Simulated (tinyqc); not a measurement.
Q-state Potts model on a small periodic square lattice: enumeration, Metropolis, heat-bath and Wolff steps: one step, computed by the program tinyqc. Command: `OMP_NUM_THREADS=1 python tinyqc.py 3114101 3114102 out.jsonl potts walk`. One thread of a shared host (Intel(R) Xeon(R) Processor @ 2.30GHz), about 0.05 s of CPU time with the checks.

E = -J x (number of nearest-neighbour bonds with equal states); n x n sites with periodic edges have 2 n^2 bonds. Order parameter m = (q f - 1)/(q - 1), f being the largest share of one state. Sites are numbered row by row from 0. Here q = 3 and n = 3.

Problem. Exact averages. All q^(n^2) states are counted by their number b of equal bonds; weights g(b) exp(K b), K = J/(k_B T). Per site: u = -J <b>/n^2, c/k_B = K^2 (<b^2> - <b>^2)/n^2. ln Z = ln sum g(b) exp(K b); entropy per site s/k_B = (ln Z - K <b>)/n^2.

Inputs (values chosen for the exercise, for a model of domains or grain orientations): coupling J = 57 meV; temperature T = 771 K.

States by number of equal bonds:
```
b   g(b)   probability
0     12  2.974570e-07
2    540  7.444198e-05
3    936  3.042920e-04
4   3240  2.483993e-03
5   3996  7.224727e-03
6   3348  1.427486e-02
7   3240  3.257783e-02
8   2592  6.146144e-02
9    660  3.690645e-02
10   810  1.068154e-01
11   108  3.358639e-02
12   144  1.056070e-01
14    54  2.202445e-01
18     3  3.784383e-01
```

K = 0.8579216

Give: <b>; energy u; heat capacity c; entropy s.

Solution.

<b> = 13.785

energy u = -87.304 meV/site

heat capacity c = 1.2242 k_B/site

entropy s = 0.63184 k_B/site
